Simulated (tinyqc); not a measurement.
Susceptibility above T_c: two-sublattice mean-field magnet: ferrimagnet, compensation points and susceptibility. Computed by tinyqc, a small Python program. Command: `OMP_NUM_THREADS=1 python tinyqc.py 3028915 3028916 out.jsonl ferri walk`. One thread of a shared host (Intel(R) Xeon(R) Processor @ 2.30GHz), about 0.01 s of CPU time with the checks.

A random alloy A(1-x)B(x) with H = -sum over pairs J S_i.S_j. a = <S_A> and b = <S_B> are taken along z, a > 0. Exchange fields: h_A = (1 - x) zJ_AA a + x zJ_AB b, h_B = (1 - x) zJ_AB a + x zJ_BB b; a = S_A B_(S_A)(S_A h_A/(k_B T)) and likewise for b, with the Brillouin function B_S(y) = [(2S + 1)/(2S)] coth[(2S + 1) y/(2S)] - [1/(2S)] coth[y/(2S)].

Inputs (values chosen for the exercise, for a model ferrimagnet):
```
quantity,value,unit
spin S_A,1.5,-
spin S_B,1.5,-
g factor g_A,2,-
g factor g_B,2,-
fraction x of B sites,0.31,-
z J_AA,15.7,meV
z J_BB,1.5,meV
z J_AB,-4.1,meV
T over T_c,0.43,-
```

Constants: k_B = 8.617333262e-05 eV/K.

Method. Linearised, T (a, b) = M (a, b) with M_ij = S_i (S_i + 1) c_j zJ_ij/(3 k_B), c_A = 1 - x, c_B = x. T_c is the larger eigenvalue, and its eigenvector gives b/a at onset, (T_c - M_AA)/M_AB. With a field B, T (a, b) = M (a, b) + (mu_B B/(3 k_B)) (g_A S_A (S_A + 1), g_B S_B (S_B + 1)). chi = m/B per site; C = mu_B [(1 - x) g_A^2 S_A (S_A + 1) + x g_B^2 S_B (S_B + 1)]/(3 k_B); the table gives C/chi, which tends to T - theta.

T_c = 162.012 K

M (K):
```
,A,B
A,157.140,-18.437
B,-41.036,6.745
```

Inverse susceptibility:
```
T (K),C/chi (K),T - C/chi (K)
165.3,6.1,159.13
178.2,28.7,149.47
202.5,65.7,136.82
243.0,119.0,124.06
324.0,212.8,111.18
486.0,385.2,100.79
810.1,716.2,93.83
1620.1,1530.9,89.23
```

What follows from these numbers?

T - C/chi sinks from 159 K just above T_c to 89 K at 10 T_c, on its way to the asymptotic theta. The curve of 1/chi is a hyperbola that bends down to zero at T_c = 162 K, so a Curie-Weiss line fitted at high T misses T_c.
